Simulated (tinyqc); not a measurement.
# Strained Delta valleys, repopulation and conductivity mass: mobility against stress

A cubic crystal with three pairs of conduction valleys along x, y and z under uniaxial stress X along [100] (X > 0 is tension); current along [010]. Non-degenerate electrons, fixed total density, one relaxation time for all valleys and stresses, masses unchanged by strain, so the mobility goes as the mean inverse mass.

Stress s_ij = X a_i a_j with a the unit vector along [100]; strain e_ii = s11 s_ii + s12 (s_jj + s_kk), e_ij = s44 s_ij/2. Valley shift dE = Xu (n.e.n - trace(e)/3) with n the valley axis; share f proportional to exp(-dE/Vt). Inverse mass along the current d = [010]: (n.d)^2/ml + (1 - (n.d)^2)/mt; mu/mu0 = sum f (1/m) over the plain mean of 1/m. The linear estimate is 1 - pi X with pi the small-stress slope -d(mu/mu0)/dX.

Inputs (values chosen for the exercise); values close to those of silicon:
- T = 300 K (temperature)
- s11 = 7.91 1/TPa (compliance)
- s12 = -2.18 1/TPa (compliance)
- s44 = 12.7 1/TPa (compliance)
- Xu = 8.72 eV (shear deformation potential)
- ml = 0.887 m0 (longitudinal mass)
- mt = 0.197 m0 (transverse mass)

Constants: q = 1.602176634e-19 C, kB = 1.380649e-23 J/K, Vt = kB T/q. Results are converted to the units shown.

Results:
```
X (MPa),splitting (meV),largest share,mu/mu0,linear estimate
25,2.1996,0.34265,0.99022,0.99007
50,4.3992,0.35168,0.98074,0.98014
100,8.7985,0.36880,0.96276,0.96028
200,17.597,0.39900,0.93104,0.92057
700,61.589,0.47794,0.84813,0.72199
1000,87.985,0.49182,0.83355,0.60285
1500,131.98,0.49849,0.82655,0.40427
2500,219.96,0.49995,0.82501,0.0071247
```

Estimate the missing row, X = 400 MPa.

Computed row:
```
X (MPa),splitting (meV),largest share,mu/mu0,linear estimate
400,35.194,0.44320,0.88461,0.84114
```

With this row back in the table: The ratio mu/mu0 falls from 0.990 to 0.825; pi = 39.7e-11 1/Pa. The linear estimate of the change is 1.015 times the computed change in the first row and 5.67 times it in the last: once the splitting is several Vt (Vt = 25.9 meV) the upper valleys are nearly empty and little is left to move. At X = 2500 MPa the stress passes 1.5 GPa, where intervalley scattering and masses change too.

Program tinyqc, `OMP_NUM_THREADS=1 python tinyqc.py 2530041 2530042 out.jsonl`; Intel Xeon 2.30GHz, shared host, one thread, about 0.01 s.
